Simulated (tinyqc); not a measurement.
Circular transfer-length structure: two steps of the calculation.

A disc contact of radius r0 and a very wide ring contact from r1 = r0 + sp outwards lie on a thin layer; the metal has no resistance and the sheet resistance under the contacts equals Rsh.

Values chosen for this exercise: sheet resistance of the semiconductor layer Rsh = 1200 ohm/sq; specific contact resistivity rc = 1.1e-5 ohm cm^2; radius of the inner contact r0 = 6.8 um; gap between the contacts sp = 6.4 um.

Question 1. The three parts of the resistance. Transfer length Lt = sqrt(rc/Rsh). R = (Rsh/2 pi) [(Lt/r0) I0(r0/Lt)/I1(r0/Lt) + ln(r1/r0) + (Lt/r1) K0(r1/Lt)/K1(r1/Lt)] with modified Bessel functions; for r0 >> Lt both ratios tend to 1.

Give: Lt; I0/I1; K0/K1; inner contact; gap; outer contact; R.

Answer 1.

Lt = 0.95743 um
I0/I1 = 1.0791
K0/K1 = 0.96558
inner contact = 29.019 ohm
gap = 126.68 ohm
outer contact = 13.376 ohm
R = 169.07 ohm

The contacts make up 25.1 % of R.

Question 2. The large-radius form. Large radius: R = (Rsh/2 pi) [Lt (1/r0 + 1/r1) + ln(r1/r0)], and linearised for sp << r0: Rsh (sp + 2 Lt)/(2 pi r0).

Find: large-radius R; linearised R.

Answer 2.

large-radius R = 167.42 ohm
linearised R = 233.53 ohm

Numbers from tinyqc (`OMP_NUM_THREADS=1 python tinyqc.py 2760056 2760057 out.jsonl`; about 0.01 s on one thread of a shared Intel Xeon 2.30GHz).
